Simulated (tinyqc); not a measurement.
From one set of inputs to another, one input at a time: switching kinetics of a ferroelectric film and the memory window of a ferroelectric gate stack. Computed by tinyqc, a small Python program. Command: `OMP_NUM_THREADS=1 python tinyqc.py 3004577 3004578 out.jsonl feswitch ladder`. One thread of a shared host (Intel(R) Xeon(R) Processor @ 2.30GHz), about 0.03 s of CPU time with the checks.

Fields in MV/cm; 1 microcoulomb/cm^2 over eps_0 is 11.29409 MV/cm. In the stack (metal, ferroelectric, interlayer, channel) the channel is taken as a conductor.

The inputs printed are set A. Inputs not listed in the table keep their values of set A, so the rows need not describe a real material.

Inputs (values chosen for the exercise, for a model hafnia-based film):
```
quantity                                 value               unit
saturation polarisation P_s                 30  microcoulomb/cm^2
ratio P_r/P_s                             0.77                  -
coercive field E_c                         1.3              MV/cm
permittivity of the ferroelectric eps_F     21                  -
thickness t_F                               13                 nm
permittivity of the interlayer eps_I       5.5                  -
interlayer thickness t_I                   1.7                 nm
share s of P screened by trapped charge   0.52                  -
pulse height V                             6.2                  V
breakdown field of the interlayer           18              MV/cm
```

Method:
- Saturated branches: P(E) = P_s tanh[(E -/+ E_c)/(2 delta)], delta = E_c/ln[(1 + P_r/P_s)/(1 - P_r/P_s)]; D = P + eps_0 eps_F E.
- At threshold the channel charge is negligible, so D = 0 on each branch: (1 - s) P(E) + eps_0 eps_F E = 0, with the screened share s. The rising branch has the root E0 between 0 and E_c; window = 2 E0 t_F; its upper bound is 2 E_c t_F.
- Series stack: V = E_F t_F + E_I t_I and eps_I E_I = eps_F E_F + (1 - s) P/eps_0. Before switching P = -P_r, after it P = +P_s; in retention V = 0 and P = +P_r.

Each row keeps all changes above it:
```
input moved                                      from    to  memory window (V)  depolarising field in retention (MV/cm)  E_F after switching (MV/cm)
set A                                               -     -             2.8996                                   1.9859                       0.6019
saturation polarisation P_s (microcoulomb/cm^2)    30    14             2.4833                                   0.9268                       1.9774
interlayer thickness t_I (nm)                     1.7  0.81             2.4833                                   0.5348                       3.1581
permittivity of the ferroelectric eps_F            21    30             2.2177                                   0.4941                       2.9178
pulse height V (V)                                6.2   4.4             2.2177                                   0.4941                       1.8844
thickness t_F (nm)                                 13   7.7             1.3135                                   0.7102                       2.7085
share s of P screened by trapped charge          0.52  0.78             0.9055                                   0.3255                       3.2082
ratio P_r/P_s                                    0.77  0.74             0.8742                                   0.3128                       3.2082
```

Which inputs carry the difference?

Memory window goes from 2.90 to 0.874, a factor 0.301 in all. The largest single move comes from thickness t_F (a factor 0.592). Depolarising field in retention goes from 1.99 to 0.313, a factor 0.158 in all. The largest single move comes from share s of P screened by trapped charge (a factor 0.458), and thickness t_F works against it (a factor 1.44). E_F after switching goes from 0.602 to 3.21, a factor 5.33 in all. The largest single move comes from saturation polarisation P_s (a factor 3.29), and pulse height V works against it (a factor 0.646). The single moves hold for this order of the switches; the total does not depend on the order.

Caution (all rows): the interlayer field exceeds its breakdown field, so charge injection would change the fields. Caution (rows set A): E_F after switching lies below E_c, so switching stalls before P_s and that state is not reached. Caution (rows set A): a depolarising field above E_c switches the film back, so P_r is not held.

Extremes, crossings and ranges named in words are read from the listed rows.
